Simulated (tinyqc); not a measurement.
Surface Green function of a square-lattice strip three rows wide, Sancho-Rubio decimation: course of the decimation.

A semi-infinite lead of cells 0, 1, 2, ... with H0 inside a cell and H1 = <cell i|H|cell i + 1>. A cell is one column of three sites. z = E + i eta.

Start with e_s = e = H0, a = H1, b = H1^dagger. Each round: g = (z - e)^(-1); e_s <- e_s + a g b; e <- e + a g b + b g a; a <- a g a; b <- b g b (all with the old a, b). Round k joins cells 2^k apart.

Stop when the largest entry of a and b is below 1e-12 eV, or after 60 rounds. The last column is -Im Tr (z - e_s)^(-1)/pi. At the end g_s = (z - e_s)^(-1), and the bulk Green function is (z - e)^(-1).

Inputs (values chosen for the exercise):
- E = 1.65 eV (energy)
- eta = 0.1 eV (broadening)

H0 (eV):
```
,1,2,3
1,-0.47,-0.46,0
2,-0.46,-0.02,-0.46
3,0,-0.46,-0.06
```

H1 (eV):
```
,1,2,3
1,-1,0,0
2,0,-1,0
3,0,0,-1
```

Course of the iteration:
```
round,"largest |a|, |b| (eV)",surface density of states (1/eV)
1,0.689,0.762430
2,0.561,0.137558
3,0.420,0.400653
4,0.411,0.320362
5,0.140,0.350813
6,0.0200,0.356490
7,4.31e-4,0.356642
8,1.99e-7,0.356642
9,< 1e-13,0.356642
```

Did this iteration meet its convergence test, and what does its course show?

Yes. Converged in 9 rounds, which stand for 2^9 cells. E lies inside a band (2 open mode(s)), where only eta damps the waves, over about v/eta cells with v the group velocity in eV a cell.

tinyqc, about 0.07 s, one thread, Intel Xeon 2.30GHz (shared host): `OMP_NUM_THREADS=1 python tinyqc.py 2680037 2680038 out.jsonl`
